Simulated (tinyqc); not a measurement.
Rutherford backscattering from a thin compound film on silicon: kinematics, yields, composition and thickness: one step, computed by the program tinyqc. Command: `OMP_NUM_THREADS=1 python tinyqc.py 3025360 3025361 out.jsonl rbs walk`. One thread of a shared host (Intel(R) Xeon(R) Processor @ 2.30GHz), about 0.01 s of CPU time with the checks.

Singly charged helium ions (Z1 = 2, M1 = 4.0026 u) enter at the tilt angle a1 to the normal and leave at a2 = |180 - theta - tilt| in the same plane. The film is A B_x.

Task: Kinematics. Kinematic factor K = [(sqrt(M^2 - M1^2 sin^2 theta) + M1 cos theta)/(M + M1)]^2. Surface edges lie at K E0; substrate silicon has M = 28.09 u. Mass resolution at M_A = resolution/(E0 dK/dM).

Inputs (values chosen for the exercise, modelled on a helium beam on NiSi):

| quantity | value | unit |
|---|---|---|
| beam energy E0 | 1.7 | MeV |
| scattering angle theta | 160 | degrees |
| heavy element: mass M_A | 58.7 | u |
| light element: mass M_B | 28.09 | u |
| detector resolution (FWHM) | 15 | keV |

Give: kinematic factors; surface edges; mass resolution at M_A.

Result:

kinematic factors: A 0.7672, B 0.5731, Si 0.5731

surface edges (keV): A 1304, B 974, Si 974

mass resolution at M_A = 2.540 u

K flattens for heavy targets, so masses within 2.5 u of A cannot be told apart.
